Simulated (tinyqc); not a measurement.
Size of the test strain: deformation potentials from a strained empirical pseudopotential.

Diamond lattice, no spin-orbit coupling. Atomic form factor V(q) = a1 (q^2 - a2)/(a3 exp(a4 q^2) - 1) in rydberg with q in 1/bohr, for the unstrained cell. Under a strain e the reciprocal vectors and k go over into (1 + e)^(-1) G, the atoms sit at +/- tau with tau = (1 + e) a (1,1,1)/8 - zeta a (eyz, ezx, exy)/4, and H(G,G') = c |k + G|^2 delta + (V(q)/det(1 + e)) cos(q.tau), q = G - G', with the term q = 0 left out; c = hbar^2/2m0. The basis is fixed before straining: all G with |k + G|^2 up to 16 (2 pi/a)^2. k is given in units of 2 pi/a of the unstrained cell.

Constants: hbar^2/2m0 = 3.80998211 eV angstrom^2; Ry = 13.60569312 eV; a0 (Bohr radius) = 0.5291772105 angstrom.

Values chosen for the exercise (out of a larger set: near those of Si; not measured data):
```
symbol  value                         unit      meaning
a       5.434                         angstrom  lattice constant
A       (0.531, 2.216, 2.075, 0.487)            a1 (Ry bohr^2), a2 (1/bohr^2), a3, a4 (bohr^2)
kD      0.82                          2 pi/a    position of the Delta minimum
```

e = diag(-h/2, -h/2, h). Xu = [E(Delta z) - E(Delta x)]/(1.5 h) at fixed kD, b = [E(Z) - E(X, Y)]/(4.5 h); one-sided from +h alone, central from +h and -h.

Results (eV):
```
h       Xu one-sided  Xu central  b one-sided  b central
0.0010         8.045       8.050       -3.273     -3.269
0.0025         8.038       8.051       -3.279     -3.269
0.0050         8.026       8.051       -3.289     -3.269
0.0100         8.002       8.052       -3.309     -3.269
0.0200         7.957       8.056       -3.350     -3.270
0.0300         7.913       8.062       -3.391     -3.271
```

From h = 0.001 to 0.03 the one-sided Xu drifts by -0.132 eV and the central one by +0.012 eV; for b the drifts are -0.119 and -0.002 eV. The central difference cancels the term of second order in the strain, so its error goes as h^2. At h = 0.02 the linear law errs by 1.2 % for the valley splitting and 2.5 % for the valence splitting.

Program tinyqc; command `OMP_NUM_THREADS=1 python tinyqc.py 1850213 1850214 out.jsonl`; about 0.3 s on one thread of a shared Intel(R) Xeon(R) Processor @ 2.30GHz.
